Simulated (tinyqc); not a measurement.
Inside a calculation. Model: Schottky emission and Poole-Frenkel conduction in an insulator, and how to tell them apart.

Computed by the program tinyqc: `OMP_NUM_THREADS=1 python tinyqc.py 2370128 2370129 out.jsonl`, one thread of a shared Intel Xeon 2.30GHz, about 0.01 s for the whole run. Printed values are rounded.

Schottky emission (electrode-limited): J = As T^2 exp[-(pb - b sqrt(F))/Vt], b = sqrt(q/(4 pi eps0 ei)). Poole-Frenkel emission (bulk-limited): J = s0 F exp[-(pt - 2 b sqrt(F))/Vt]. F in V/cm.

Parameters, values chosen for the exercise; dielectric values close to those of silicon nitride: temperature T = 400 K; high-frequency relative permittivity ei = 4.25; static relative permittivity es = 7.26; trap depth pt = 1.2 eV; Poole-Frenkel prefactor s0 = 0.44 S/cm; electrode barrier pb = 0.8 eV; Richardson constant As = 66 A/(cm^2 K^2); field F = 2.1 MV/cm.

Constants: q = 1.602176634e-19 C, kB = 1.380649e-23 J/K, Vt = kB T/q, eps0 = 8.8541878128e-14 F/cm where lengths are in cm. Results are converted to the units shown.

Range of the model: At the field F a Fowler-Nordheim estimate for tunnelling through pb (mass 0.4 m0) gives 8.6 A/cm^2, more than Schottky emission.

## Both currents at one field

Lowerings b sqrt(F) and 2 b sqrt(F); the image-force maximum lies at sqrt(q/(16 pi eps0 ei F)) from the electrode.

Schottky lowering = 266.742 meV
position of the barrier top = 0.635100 nm
Poole-Frenkel lowering = 533.484 meV
J, Schottky = 2.01793 A/cm^2
J, Poole-Frenkel = 0.00369773 A/cm^2

Injection and bulk transport act in series, so the smaller capacity limits the current: here the bulk, by a factor of 546.

## Which mechanism made these data

```
point  F (MV/cm)  J (A/cm^2)
0           1.12       1.051
1           1.97       6.645
2           2.81       28.51
3           3.66         101
4            4.5       306.9
```

The data come from another sample of the same dielectric, in which one mechanism alone limits the current. Fit straight lines by least squares: ln J on sqrt(F) (Schottky plot, slope b/Vt) and ln(J/F) on sqrt(F) (Poole-Frenkel plot, slope 2 b/Vt), F in V/cm, and read a permittivity from each slope. The right mechanism gives a value near ei, and in any case between ei and es.

slope of the Schottky plot = 0.00534034 (cm/V)^0.5
permittivity read as Schottky = 4.24961
slope of the Poole-Frenkel plot = 0.00403648 (cm/V)^0.5
permittivity read as Poole-Frenkel = 29.7537

Both plots are nearly straight, so straightness decides nothing. Read as Schottky the data give 4.25, which matches ei = 4.25; read as Poole-Frenkel they give 29.8, above even the static value 7.26. The data were made by Schottky emission.
